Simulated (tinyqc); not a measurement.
Inside a calculation: Wannier function of the lower band of a two-orbital chain. Values are carried at full precision from step to step, so a last printed digit may differ when a step is redone from the rounded ones.

H(k) = [[-d/2 - 2 ta cos k, -t1 - t2 exp(-ik)], [-t1 - t2 exp(ik), d/2 - 2 tb cos k]], k in 1/a, Bloch sums with exp(ikR) and without the positions inside the cell. Mesh k_j = 2 pi j/N. Projection gauge: each lower eigenvector u is multiplied by the phase that makes <trial|u> real and positive (the one-band case of Loewdin orthogonalisation). Wannier amplitudes w(R) = (1/N) sum_k exp(ikR) u(k); hoppings H(R) = (1/N) sum_k exp(-ikR) E(k).

Inputs chosen for the exercise:
- d = 1.16 eV (A at -d/2, B at +d/2)
- t1 = 1.2 eV (A-B in the cell)
- t2 = 0.6 eV (B to A of the next cell)
- ta = 0.35 eV (A-A between cells)
- tb = -0.16 eV (B-B between cells)
- N = 5 (k points)
- th = 60 degrees (trial orbital cos(th) A + sin(th) B in cell 0)
- xb = 0.38 a (position of B (A at 0))
- a = 3.8 angstrom (period)
- kq = 0.53 1/a (point off the mesh)

## Bloch states in the projection gauge

Diagonalise at each mesh point and fix the phase.

Mesh:
```
j,E lower (eV),E upper (eV),u_A,u_B,|<trial|u>|
0,-2.2943,1.9143,0.87120,0.49092,0.8608
1,-1.7288,1.6113,0.83162-0.17098i,0.51906+0.09872i,0.8653
2,-0.6606,0.9680,0.74856-0.20603i,0.61892+0.11895i,0.9103
3,-0.6606,0.9680,0.74856+0.20603i,0.61892-0.11895i,0.9103
4,-1.7288,1.6113,0.83162+0.17098i,0.51906-0.09872i,0.8653
```

The projection is smallest at j = 0 (0.8608); the gauge is smooth as long as it stays away from zero.

## The Wannier function

w(R) = (1/N) sum_j exp(2 pi i j R/N) u_j, for the N cells nearest the origin; it is real.

Amplitudes:
```
R,on A,on B
-2,0.0358,-0.0153
-1,-0.0787,0.0276
0,0.8063,0.5534
1,0.1483,-0.1035
2,-0.0405,0.0288
```

norm = 1.0000

Cell 0 holds 95.6 % of the weight.

## Centre and spread in real space

Point-like orbitals at R (A) and R + xb (B): centre <x>, spread <x^2> - <x>^2.

centre in units of a = 0.149
centre in angstrom = 0.565
spread = 1.270 angstrom^2

## The same from overlaps (Marzari-Vanderbilt)

b = 2 pi/N; M_j = u_j^+ diag(1, exp(-i b xb)) u_(j+1), with u_N = u_0. Centre = -(1/2 pi) sum arg M_j; gauge-invariant part Omega_I = (1/(N b^2)) sum (1 - |M_j|^2); gauge-dependent part Omega_D = (1/(N b^2)) sum (arg M_j + b centre)^2.

Overlaps:
```
j,|M_j|,arg M_j (rad)
0,0.9983,-0.2253
1,0.9737,-0.2025
2,0.7779,0.0105
3,0.9737,-0.2025
4,0.9983,-0.2253
```

centre from overlaps = 0.135 a
Omega_I = 0.0640 a^2
Omega_D = 0.0052 a^2

The centre is the Berry phase over 2 pi and does not depend on the trial orbital (modulo a). Omega_D is 7.5 % of the total; in one dimension a gauge that spreads the phase evenly removes it. The total is 0.0692 a^2, against 0.0843 a^2 (centre 0.148 a) in real space on 96 cells.

## Hoppings and interpolation

H(R) = (1/N) sum_j E_j cos(2 pi j R/N) for R = 0 to N/2. Interpolation: E(k) = H(0) + 2 sum H(R) cos(kR), the term R = N/2 of an even mesh counted once.

H(0), H(1), ... (eV): -1.4146  -0.4588  0.0189

interpolated E(kq) = -2.1878 eV

The exact value is -2.1846 eV; the interpolation is off by -3.2 meV. Though the chain has short hoppings, the single band has longer ones, made by paths through the other orbital, which the tails of the Wannier function carry.

## Checks

- Centre from overlaps against the real-space centre on 200 points: both 0.1478.
- Omega_I + Omega_D against the real-space spread on 200 points: 0.0842 against 0.0843.

tinyqc: `OMP_NUM_THREADS=1 python tinyqc.py 1482604 1482605 out.jsonl`; about 0.1 s, one thread, shared Intel(R) Xeon(R) Processor @ 2.30GHz.
